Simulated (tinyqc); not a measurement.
Time-domain thermoreflectance: layered heat flow under a modulated pulse train, and what the signal ratio measures. Changing the boundary conductance G under the metal. Computed by tinyqc, a small Python program. Command: `OMP_NUM_THREADS=1 python tinyqc.py 3113941 3113942 out.jsonl tdtr sweep`. One thread of a shared host (Intel(R) Xeon(R) Processor @ 2.30GHz), about 0.1 s of CPU time with the checks.

Pulses repeat at 80 MHz; heat is laid down at the surface, all layers are isotropic.

Inputs (values chosen for the exercise, modelled on aluminium on sapphire):
```
quantity                               value        unit
metal thickness d                         62          nm
metal conductivity                       130     W/(m K)
metal heat capacity                     2.42  MJ/(m^3 K)
substrate conductivity kappa            34.3     W/(m K)
substrate heat capacity C               3.07  MJ/(m^3 K)
modulation frequency f                     2         MHz
spot radius w (1/e^2, pump and probe)    3.1  micrometre
delay t                                  410          ps
```

Stack: metal, substrate.

Method:
- Penetration depth sqrt(kappa/(pi f C)); effusivity sqrt(kappa C); cooling time of the metal d C_m/G; Kapitza length kappa/G.
- For radial wave number k and angular frequency W each layer has u = sqrt(4 pi^2 k^2 + i W C/kappa) and gamma = kappa u. Surface impedance from below: Z = 1/gamma for the substrate; a layer of thickness L maps Z to (Z + tanh(u L)/gamma)/(1 + gamma Z tanh(u L)); a boundary adds 1/G.
- Response per absorbed watt H(W) = 2 pi int_0^(2/w) Z(k, W) exp(-pi^2 k^2 w^2) k dk by 20 Gauss-Legendre points.
- Signal: X + iY = sum_(m = -M..M) H(2 pi (f + m f_r)) exp(i 2 pi m f_r t) exp(-pi (m/M)^2 x 4), f_r = 80 MHz, M = 4000, with H(-W) the complex conjugate of H(W); V_in = X, V_out = Y, ratio = -V_in/V_out.

One run for each value:
```
boundary conductance G under the metal (MW/(m^2 K))  ratio -V_in/V_out  V_in (K/mW)  cooling time of the metal (ps)
10                                                              5.3925       4.3058                           15004
19                                                              6.1057       3.4887                            7897
37                                                              6.0772       3.0215                            4055
140                                                             5.1114       2.4354                            1072
270                                                             4.4213       2.0988                             556
520                                                             3.7856       1.7917                             289
1000                                                            3.3532       1.5839                             150
```

Give the missing row, boundary conductance G under the metal (MW/(m^2 K)) = 72.

Computed row:
```
boundary conductance G under the metal (MW/(m^2 K))  ratio -V_in/V_out  V_in (K/mW)  cooling time of the metal (ps)
72                                                              5.6924       2.7326                            2084
```

Interpolating between the two neighbouring rows (the first column on a logarithmic scale, the others too where they are positive) misses most in ratio -V_in/V_out, by 2.1 %. Over the rows, ratio -V_in/V_out goes from 5.39 through a maximum among these rows, 6.11 at 19.0, to 3.35; V_in (K/mW) falls from 4.31 to 1.58 (exponent d ln y / d ln x -0.33 between the first rows and -0.19 between the last); cooling time of the metal (ps) falls from 15000 to 150 (exponent d ln y / d ln x about -1.0 throughout).

Extremes, crossings and ranges named in words are read from the listed rows.
